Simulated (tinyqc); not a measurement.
X-ray photoelectron analysis of a thin oxide on a semiconductor: attenuation lengths, thickness, angle series and band offsets: one step, computed by the program tinyqc. Command: `OMP_NUM_THREADS=1 python tinyqc.py 3110944 3110945 out.jsonl xps walk`. One thread of a shared host (Intel(R) Xeon(R) Processor @ 2.30GHz), about 0.01 s of CPU time with the checks.

The same element is seen in the oxide and in the substrate, at nearly the same kinetic energy; films are flat and uniform, and the work function is ignored.

Question. Inelastic mean free paths. TPP-2M: lambda = E/(E_p^2 [b ln(c E) - C/E + D/E^2]) in angstrom, E_p = 28.8 sqrt(N_v rho/M), b = -0.10 + 0.944/sqrt(E_p^2 + E_g^2) + 0.069 rho^0.1, c = 0.191/sqrt(rho), U = N_v rho/M, C = 1.97 - 0.91 U, D = 53.4 - 20.8 U, with E = photon energy less binding energy in eV. Attenuation length L = factor x lambda.

Inputs (values chosen for the exercise, modelled on SiO2 on silicon):
```
quantity                                           value    unit
photon energy                                     1486.6      eV
binding energy of the core level                    99.4      eV
oxide density                                       2.26  g/cm^3
oxide formula mass                                 60.08   g/mol
valence electrons per oxide formula                   16       -
oxide gap                                           8.98      eV
substrate density                                   2.33  g/cm^3
substrate formula mass                             28.09   g/mol
valence electrons per substrate formula                4       -
substrate gap                                       1.12      eV
attenuation length over inelastic mean free path    0.93       -
```

Give: kinetic energy E; the table «Terms» with the columns E_p (eV), b, c, lambda (nm), for layer = oxide, substrate; L in the oxide; L in the substrate.

Answer.

kinetic energy E = 1387.2 eV

Terms:
```
layer      E_p (eV)         b        c  lambda (nm)
oxide        22.343  0.014064  0.12705       3.8737
substrate    16.589  0.031866  0.12513       3.0898
```

L in the oxide = 3.6026 nm

L in the substrate = 2.8735 nm
